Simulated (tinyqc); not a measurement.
## Permittivity and interlayer from two capacitances

Inverse problem. A two-layer stack has Cox = eps0/(t1/e1 + t2/e2) and EOT = 3.9 eps0/Cox. Find e2, the EOT of layer 1 and, with e1 given, t1.

Values chosen for this exercise: relative permittivity of layer 1 e1 = 3.93.

Constants: eps0 = 8.8541878128e-14 F/cm where lengths are in cm. Results are converted to the units shown.

Cox at t2 = 2 and 7.4 nm (uF/cm^2): [1.7196788, 1.2012247]

Solution. EOT is linear in t2 with slope 3.9/e2, and its intercept is the EOT of layer 1.

e2 = 24.30
EOT of layer 1 = 1.687 nm
t1 = 1.700 nm

Computed by the program tinyqc: `OMP_NUM_THREADS=1 python tinyqc.py 2010039 2010040 out.jsonl`, one thread of a shared Intel Xeon 2.30GHz, about 0.01 s for the whole run.
